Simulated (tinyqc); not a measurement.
Sweep of a uniaxial [110] stress: six-band Luttinger-Kohn model with strain.

Six-band Luttinger-Kohn model in the basis |3/2,3/2>, |3/2,1/2>, |3/2,-1/2>, |3/2,-3/2>, |1/2,1/2>, |1/2,-1/2>, electron energies, zero at the top of the unstrained valence band. H = -[rows: (P+Q, -S, R, 0, -S/r2, r2 R); (-S*, P-Q, 0, R, -r2 Q, r32 S); (R*, 0, P-Q, S, r32 S*, r2 Q); (0, R*, S*, P+Q, -r2 R*, -S*/r2); (-S*/r2, -r2 Q, r32 S, -r2 R, P+Dso, 0); (r2 R*, r32 S*, r2 Q, -S/r2, 0, P+Dso)], r2 = sqrt(2), r32 = sqrt(3/2). Levels are twofold.

P = c g1 k^2 - av tr(e); Q = c g2 (kx^2 + ky^2 - 2 kz^2) - (b/2)(exx + eyy - 2 ezz); R = c sqrt3 [-g2 (kx^2 - ky^2) + 2i g3 kx ky] + (sqrt3/2) b (exx - eyy) - i d exy; S = 2 c sqrt3 g3 (kx - i ky) kz - d (exz - i eyz); c = hbar^2/2m0, e the strain tensor (not engineering shear).

s11 = (C11 + C12)/((C11 - C12)(C11 + 2 C12)), s12 = -C12/((C11 - C12)(C11 + 2 C12)), s44 = 1/C44; exx = s11 sxx + s12 (syy + szz) and cyclic, exy = s44 sxy/2; tension is positive. A uniaxial stress X along the unit vector n is s_ij = X n_i n_j.

Constants: hbar^2/2m0 = 3.80998211 eV angstrom^2.

Values chosen for the exercise (near those of Ge; the results hold for these values, not for the real material):
- Dso = 0.292 eV (spin-orbit splitting)
- g1 = 13.39 (Luttinger gamma1)
- g2 = 4.24 (gamma2)
- g3 = 5.7 (gamma3)
- av = 1.24 eV (valence hydrostatic potential)
- b = -2.53 eV (tetragonal shear potential)
- d = -5.26 eV (trigonal shear potential)
- C11 = 129.7 GPa
- C12 = 48.5 GPa
- C44 = 66.8 GPa
- load = uniaxial [110] (kind of stress)

Edges at k = 0 and curvature masses of the top pair along [110] and [001] (step 0.0002 1/angstrom); at zero stress the top is fourfold and has no single curvature.

Edges and masses:
```
X (GPa)  top (eV)  second (eV)  third (eV)  splitting (meV)  m [110]  m [001]
-1.50      0.0375      -0.0454     -0.3087             82.9    0.035    0.145
-0.50      0.0108      -0.0152     -0.2958             26.0    0.039    0.131
0.00       0.0000       0.0000     -0.2920              0.0        -        -
0.50       0.0153      -0.0087     -0.2904             24.1    0.324    0.052
1.00       0.0308      -0.0152     -0.2911             46.0    0.317    0.051
1.50       0.0463      -0.0193     -0.2944             65.6    0.311    0.050
```

Give the missing row, X (GPa) = -1.00.

Computed row:
```
X (GPa)  top (eV)  second (eV)  third (eV)  splitting (meV)  m [110]  m [001]
-1.00      0.0234      -0.0304     -0.3014             53.8    0.037    0.138
```

The splitting reaches 82.9 meV under compression and 65.6 meV under the same tension; linear shear terms alone would make the two equal, and the difference comes from the coupling to the split-off band. At the ends of the sweep the top pair has a mass along [110] of 0.035 under compression and 0.311 under tension, so compression gives the lighter holes along [110]; along [001] it has 0.145 and 0.050. The top edge itself moves by +37 and +46 meV.

(tinyqc, `OMP_NUM_THREADS=1 python tinyqc.py 1050707 1050708 out.jsonl`, Intel(R) Xeon(R) Processor @ 2.30GHz, 1 thread, shared host, about 0.2 s.)
